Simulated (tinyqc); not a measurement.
# Undoped symmetric double-gate MOSFET, analytic potential model: effects of single changes

An undoped body of thickness ts between two equal insulators and tied gates; long channel, electrons only, n = ni exp((psi - V)/Vt) with V the quasi-Fermi potential (0 at the source, Vd at the drain), constant mobility, no quantisation. Across the body psi(x) = V - 2 Vt ln[(ts/(2 beta)) sqrt(q ni/(2 eps0 eps_r Vt)) cos(2 beta x/ts)], x from the centre. Q is the electron charge per area of the whole body.

Inputs (values chosen for the exercise); material values close to those of germanium: temperature T = 250 K; band gap Eg = 0.665 eV; relative permittivity of the semiconductor eps_r = 16.2; conduction-band density of states at T Nc = 8.06e18 cm^-3; valence-band density of states at T Nv = 4.59e18 cm^-3; relative permittivity of the gate insulator eox = 9.16; insulator thickness tox = 3.1 nm; body thickness ts = 10 nm; gate work function less that of the intrinsic body dphi = 0.04 V; channel mobility mu = 540 cm^2/(V s); gate length L = 0.2 um; drain voltage Vd = 0.5 V.

Constants: q = 1.602176634e-19 C, kB = 1.380649e-23 J/K, Vt = kB T/q, eps0 = 8.8541878128e-14 F/cm where lengths are in cm. Results are converted to the units shown.

Each table varies one quantity; the others keep the values above.

## Effect of the gate work function less that of the intrinsic body

ni = sqrt(Nc Nv) exp(-Eg/(2 Vt)), Eg in volts; r = eps_r tox/(eox ts); V0 = dphi + 2 Vt ln[(2/ts) sqrt(2 eps0 eps_r Vt/(q ni))]. beta (between 0 and pi/2) solves (Vg - V0 - V)/(2 Vt) = ln(beta) - ln(cos beta) + 2 r beta tan(beta). Q = 8 eps0 eps_r Vt beta tan(beta)/ts; I = mu (1/L)(4 eps0 eps_r/ts)(2 Vt)^2 [g(beta_s) - g(beta_d)] per width, g = beta tan(beta) - beta^2/2 + r beta^2 tan^2(beta), with beta_s at V = 0 and beta_d at V = Vd.  I(low) is taken at Vg = 0.09 V, Qs and I(high) at Vg = 0.84 V.

Effect of the gate work function less that of the intrinsic body:

| dphi (V) | V0 (V) | I(low) (nA/um) | Qs(high) (nC/cm^2) | I(high) (uA/um) |
|---|---|---|---|---|
| -0.11 | 0.1929 | 119.5 | 2834 | 2243 |
| -0.06 | 0.2429 | 11.86 | 2592 | 1940 |
| -0.01 | 0.2929 | 1.165 | 2352 | 1645 |
| 0.04 | 0.3429 | 0.1144 | 2114 | 1363 |
| 0.09 | 0.3929 | 0.01123 | 1878 | 1100 |
| 0.14 | 0.4429 | 0.001103 | 1646 | 863.0 |
| 0.19 | 0.4929 | 1.083e-4 | 1416 | 656.5 |

As dphi goes from -0.11 to 0.19 V, I(low) falls from 119 to 1.08e-4 nA/um and I(high) falls from 2240 to 656 uA/um. V0 rises from 0.193 to 0.493 V. In every row the surface density at the source at the higher gate voltage passes 0.3 Nc, where Boltzmann statistics fail. In every row mu V/L at the higher gate voltage, with V the smaller of Vd and Vg - V0, passes 3e6 cm/s, so velocity saturation would lower the current.

## Output curve

Q = 8 eps0 eps_r Vt beta tan(beta)/ts; I = mu (1/L)(4 eps0 eps_r/ts)(2 Vt)^2 [g(beta_s) - g(beta_d)] per width, g = beta tan(beta) - beta^2/2 + r beta^2 tan^2(beta), with beta_s at V = 0 and beta_d at V = Vd.

In this table Vg = 0.64 V.

Result of one run:

| Vd (V) | Qd (nC/cm^2) | Qd/Qs | I (uA/um) |
|---|---|---|---|
| 0.22 | 305.2 | 0.2561 | 433.3 |

What becomes of these results when the drain voltage Vd is changed from 0.22 to 0.32 V, all else the same?

Result of the changed run:

| Vd (V) | Qd (nC/cm^2) | Qd/Qs | I (uA/um) |
|---|---|---|---|
| 0.32 | 48.73 | 0.04089 | 476.9 |

The whole series:

| Vd (V) | Qd (nC/cm^2) | Qd/Qs | I (uA/um) |
|---|---|---|---|
| 0.06 | 929.9 | 0.7803 | 171.7 |
| 0.11 | 720.4 | 0.6045 | 283.0 |
| 0.16 | 521.9 | 0.4379 | 366.7 |
| 0.22 | 305.2 | 0.2561 | 433.3 |
| 0.27 | 153.7 | 0.1289 | 463.9 |
| 0.32 | 48.73 | 0.04089 | 476.9 |
| 0.38 | 4.965 | 0.004167 | 480.2 |
| 0.43 | 0.5133 | 4.307e-4 | 480.5 |
| 0.48 | 0.05067 | 4.251e-5 | 480.5 |

The current rises from 172 to 481 uA/um, while the charge at the drain end falls from 0.78 to 4.3e-5 of that at the source. The current first comes within 1 % of its last value at Vd = 0.32 V among the rows. Over the last rows Qd falls by a factor of e for each Vt of drain voltage: the drain end is in weak inversion. In every row the surface density at the source passes 0.3 Nc, where Boltzmann statistics fail. For Vd = 0.16 to 0.48 V mu V/L, with V the smaller of Vd and Vg - V0, passes 3e6 cm/s, so velocity saturation would lower the current.

tinyqc, about 0.01 s, one thread, Intel Xeon 2.30GHz (shared host): `OMP_NUM_THREADS=1 python tinyqc.py 2440034 2440035 out.jsonl`
